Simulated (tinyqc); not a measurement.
Changing the drive-in time t2: two-step dopant diffusion (predeposition and drive-in) with a constant diffusivity. Computed by tinyqc, a small Python program. Command: `OMP_NUM_THREADS=1 python tinyqc.py 3011105 3011106 out.jsonl dopdiff sweep`. One thread of a shared host (Intel(R) Xeon(R) Processor @ 2.30GHz), about 0.09 s of CPU time with the checks.

Fick diffusion into a half space x > 0 whose background doping C_B is of the opposite type, so that a junction lies where C = C_B.

Inputs (values chosen for the exercise, modelled on phosphorus in silicon): prefactor D0 = 5.38 cm^2/s; activation energy E = 3.71 eV; surface concentration C_s = 3.2e+19 1/cm^3; background doping C_B = 1.8e+16 1/cm^3; predeposition temperature T1 = 925 C; predeposition time t1 = 60 min; drive-in temperature T2 = 1200 C; mean mobility in the layer mu = 290 cm^2/(V s); ramp rate = 2 C/min; stand-by temperature = 700 C.

Furnace ramps of the drive-in: linear ramps.

Constants: k_B = 8.617333262e-05 eV/K; e = 1.602176634e-19 C.

Method:
- D = D0 exp(-E/(k_B T)).
- Temperatures in kelvin are T(C) + 273.15.
- Times in seconds are 60 times the minutes.
- One ramp between the stand-by temperature and T2 adds int D dT / rate (40-point Gauss-Legendre); the usual estimate counts it as an extra time k_B T2^2/(E rate) at T2. (Dt)2 = D2 t2 + two ramps, times in seconds.
- C = C_s erfc(x/(2 sqrt(D1 t1))); dose Q = 2 C_s sqrt(D1 t1/pi); the junction solves erfc(z) = C_B/C_s with x_j = 2 z sqrt(D1 t1).
- With a sealed surface and a thin source, C = Q/sqrt(pi (Dt)2) exp(-x^2/(4 (Dt)2)); x_j = 2 sqrt((Dt)2 ln(C(0)/C_B)); gradient at the junction |dC/dx| = C_B x_j/(2 (Dt)2).
- Net dose Q_net = Q erf(x_j/(2 sqrt((Dt)2))) - C_B x_j; R_s = 1/(e mu Q_net), with every dopant ionised and one mobility.
- Exact two-step profile: C = (2 C_s/pi) int_0^alpha exp(-beta (1 + u^2))/(1 + u^2) du with alpha = sqrt(D1 t1/(Dt)2), beta = x^2/(4 (D1 t1 + (Dt)2)).
- The integral takes 48 Gauss-Legendre points; solve C(x) = C_B.

One run for each value; columns: (1) drive-in time t2 (min); (2) junction depth x_j (um); (3) surface concentration C(0) (Gaussian) (1/cm^3); (4) sheet resistance R_s (Gaussian) (ohm/square); (5) exact junction depth (um):
```
(1)     (2)        (3)    (4)    (5)
10     2.36  7.287e+17  289.3   2.36
19     2.51  6.775e+17  290.6   2.51
38     2.80  5.972e+17  292.9   2.80
73     3.24  5.029e+17  296.7   3.24
140    3.91  4.030e+17  302.6   3.91
270    4.87  3.096e+17  311.7   4.87
530    6.21  2.295e+17  325.7   6.21
2000  10.13  1.219e+17  378.2  10.13
```

Give the missing row, drive-in time t2 (min) = 1000.

Computed row; columns: (1) drive-in time t2 (min); (2) junction depth x_j (um); (3) surface concentration C(0) (Gaussian) (1/cm^3); (4) sheet resistance R_s (Gaussian) (ohm/square); (5) exact junction depth (um):
```
(1)    (2)        (3)    (4)   (5)
1000  7.86  1.704e+17  345.4  7.86
```

Interpolating between the two neighbouring rows (the first column on a logarithmic scale, the others too where they are positive) misses most in sheet resistance R_s (Gaussian) (ohm/square), by 1.3 %. Over the rows, junction depth x_j (um) rises from 2.36 to 10.1 (exponent d ln y / d ln x 0.098 between the first rows and 0.37 between the last); surface concentration C(0) (Gaussian) (1/cm^3) falls from 7.29e17 to 1.22e17 (exponent d ln y / d ln x -0.11 between the first rows and -0.48 between the last); sheet resistance R_s (Gaussian) (ohm/square) rises from 289 to 378 (exponent d ln y / d ln x 0.0067 between the first rows and 0.13 between the last). At the high end the exponent of surface concentration C(0) (Gaussian) is -0.48, close to -0.50: a fixed dose spreads over a width sqrt(D t). At short t2 the ramps carry much of the budget, which flattens the dependence on t2.

Caution (all rows): C_s exceeds the intrinsic carrier density of silicon at the predeposition temperature (2e18 to 1e19 per cm^3), where real diffusivities rise with concentration and profiles turn box-like.
